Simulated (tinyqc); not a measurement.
# Frequency dispersion of an accumulation capacitance by border traps, distributed model, step by step

tinyqc, about 0.4 s, one thread, Intel Xeon 2.30GHz (shared host): `OMP_NUM_THREADS=1 python tinyqc.py 2202213 2202214 out.jsonl` Printed values are rounded.

Traps spread evenly through the insulator exchange electrons with the semiconductor by tunnelling, with tau(x) = t0 exp(2 ka x) at depth x from the interface. The admittance per area Y seen at depth x obeys dY/dx = -Y^2/(i w eps0 eox) + q Nb ln(1 + i w tau)/tau, with Y(0) = i w Cs and w = 2 pi f; the gate sees Y(tox) = G + i w C. Working variable y = Y/(i w), in uF/cm^2. Cox = eps0 eox/tox.

Parameters, values chosen for the exercise; permittivity close to that of aluminium oxide: relative permittivity of the insulator eox = 8.67; insulator thickness tox = 4.3 nm; semiconductor capacitance in accumulation Cs = 7.8 uF/cm^2; density of border traps Nb = 8.9e18 cm^-3 eV^-1; decay constant of the wave function in the insulator ka = 3.7 1/nm; time constant of a trap at the interface t0 = 2e-11 s; frequency f = 1e6 Hz; depth down to which the steps are taken xe = 1.9 nm.

Constants: q = 1.602176634e-19 C, eps0 = 8.8541878128e-14 F/cm where lengths are in cm. Results are converted to the units shown.

## Scales and lumped estimate

Cox; trap-free value 1/(1/Cox + 1/Cs); response depth d = ln(1/(w t0))/(2 ka), where w tau = 1; lumped estimate: all traps within d act as C_bt = q Nb d placed at d/2, so C = 1/{1/[1/(1/Cs + d/(2 eps0 eox)) + C_bt] + (tox - d/2)/(eps0 eox)}.

Cox = 1.78525 uF/cm^2
trap-free C = 1.45275 uF/cm^2
d = 1.21377 nm
C_bt = 0.173076 uF/cm^2
lumped C = 1.46806 uF/cm^2

The traps within reach amount to 0.0222 Cs and lie in the first 28.2 % of the insulator.

## Midpoint steps through the active depth

In terms of y: dy/dx = -y^2/(eps0 eox) + s(x), s = q Nb ln(1 + z)/z, z = i w tau. 8 midpoint steps of h = xe/8: y_half = y + (h/2) y'(x, y), y(new) = y + h y'(x + h/2, y_half).

```
point   x (nm)    s (uF/(cm^2 nm))       y (uF/cm^2)
0            0  0.142594-0.000009i  7.80000+0.00000i
1       0.2375  0.142594-0.000052i  6.37121+0.00000i
2        0.475  0.142593-0.000301i  5.37854-0.00003i
3       0.7125  0.142565-0.001746i  4.65497-0.00018i
4         0.95  0.141647-0.010024i  4.10694-0.00108i
5      1.18750  0.119295-0.044816i  3.67792-0.00605i
6        1.425  0.040753-0.047333i  3.32149-0.01737i
7      1.66250  0.007907-0.017111i  3.01779-0.02044i
8          1.9  0.001390-0.004512i  2.76236-0.01891i
```

## Capacitance and conductance at the gate

y at xe = 2.76236-0.01891i uF/cm^2

Beyond xe the traps are ignored, so 1/y(tox) = 1/y(xe) + (tox - xe)/(eps0 eox); C = Re y, G/w = -Im y, loss tangent G/(w C).

y at the gate = 1.48227-0.00544i uF/cm^2
C = 1.48227 uF/cm^2
G/w = 0.00544470 uF/cm^2
loss tangent = 0.00367321

A fine integration over the whole insulator gives C = 1.4727 and G/w = 0.005772 uF/cm^2; the coarse G/w is 5.7 % below that. The fine C is 1.4 % above the trap-free value, and the lumped estimate is 0.32 % below the fine result.
